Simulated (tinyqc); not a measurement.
MOS capacitor on an n-type substrate, surface potential from the exact charge relation: one step of the calculation.

Uniform n-type substrate, Boltzmann statistics, full ionisation, classical densities. psi is the surface potential against the body (positive when the bands bend down) and u = -psi/Vt. Traps are spread evenly over the gap and neutral at flat band, so their charge is -q Dit psi; the minority quasi-Fermi level is shifted by Vb.

Question. Flat band, threshold and scales. ni = sqrt(Nc Nv) exp(-Eg/(2 Vt)), Eg in volts; phiF = Vt ln(N/ni); Cox = eps0 eox/tox; Vfb = phiM - chi - Vt ln(Nc/N) - q Nf/Cox; Q0 = sqrt(2 eps0 eps_r q N Vt); r = (ni/N)^2 exp(-Vb/Vt); VT = Vfb - [(2 phiF + Vb)(1 + q Dit/Cox) + sqrt(2 eps0 eps_r q N (2 phiF + Vb))/Cox].

Parameters, values chosen for the exercise; band and dielectric values close to those of gallium nitride:

| symbol | value | unit | meaning |
|---|---|---|---|
| T | 450 | K | temperature |
| Eg | 3.42 | eV | band gap |
| eps_r | 9.44 |  | relative permittivity |
| Nc | 4.23e18 | cm^-3 | conduction-band density of states at T |
| Nv | 8.41e19 | cm^-3 | valence-band density of states at T |
| chi | 4.12 | eV | electron affinity |
| N | 4.9e15 | cm^-3 | donor density of the substrate |
| eox | 22.5 |  | relative permittivity of the gate insulator (close to hafnium oxide) |
| tox | 21 | nm | insulator thickness |
| phiM | 5.06 | eV | gate work function |
| Nf | 0 | cm^-2 | fixed charge at the interface, in units of q |
| Dit | 0 | cm^-2 eV^-1 | density of interface traps |
| Vb | 0.3 | V | reverse bias of the inversion layer against the body |

Constants: q = 1.602176634e-19 C, kB = 1.380649e-23 J/K, Vt = kB T/q, eps0 = 8.8541878128e-14 F/cm where lengths are in cm. Results are converted to the units shown.

Find: ni; phiF; Cox; Vfb; Q0; r; VT.

Answer.

ni = 1.332 cm^-3
phiF = 1.390 V
Cox = 0.9487 uF/cm^2
Vfb = 0.6778 V
Q0 = 7.134 nC/cm^2
r = 3.225e-35
VT = -2.469 V

Numbers from tinyqc (`OMP_NUM_THREADS=1 python tinyqc.py 2060151 2060152 out.jsonl`; about 0.01 s on one thread of a shared Intel Xeon 2.30GHz).
